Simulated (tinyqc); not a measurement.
Energy and delay of logic against supply voltage: one step of the calculation.

One expression serves below and above threshold: I(Vg) = Ik [ln(1 + exp((Vg - VT + dd V)/(al nf Vt)))]^al, with I_on = I(V) and I_off = I(0). Gate delay td = kd C V/I_on, clock period LD td. Per gate and cycle the switching energy is act C V^2 and the leakage energy I_off V LD td. No short-circuit current, no variation. Minima are sought above 0.09 V; below a few Vt gates no longer switch and the model has no meaning.

Question. New V. Minimum-energy supply: E(V) is the energy per gate and cycle; with h = 0.001 V, E' = (E(V + h) - E(V - h))/(2 h), E'' = (E(V - h) - 2 E(V) + E(V + h))/h^2, V(new) = V - E'/E''.

Inputs (values chosen for the exercise); values of the order met in logic technologies:
```
symbol,value,unit,meaning
T,378,K,temperature
VT,0.44,V,threshold voltage at zero drain bias
nf,1.11,,slope factor
dd,0.04,,barrier lowering per volt of supply
Ik,1.6,uA,specific current of a gate
al,1.76,,exponent of the current law
C,3.7,fF,load capacitance of a gate
kd,0.9,,delay factor
LD,16,,logic depth
act,0.1,,activity factor
```

Constants: q = 1.602176634e-19 C, kB = 1.380649e-23 J/K, Vt = kB T/q. Results are converted to the units shown.

V after iteration 1 = 0.19922528 V

Find: E'; E''; V after iteration 2.

Answer.

E' = -3.4197 aJ/V
E'' = 2953.3 aJ/V^2
V after iteration 2 = 0.20038 V

Program tinyqc, `OMP_NUM_THREADS=1 python tinyqc.py 2082118 2082119 out.jsonl`; Intel Xeon 2.30GHz, shared host, one thread, about 0.01 s.
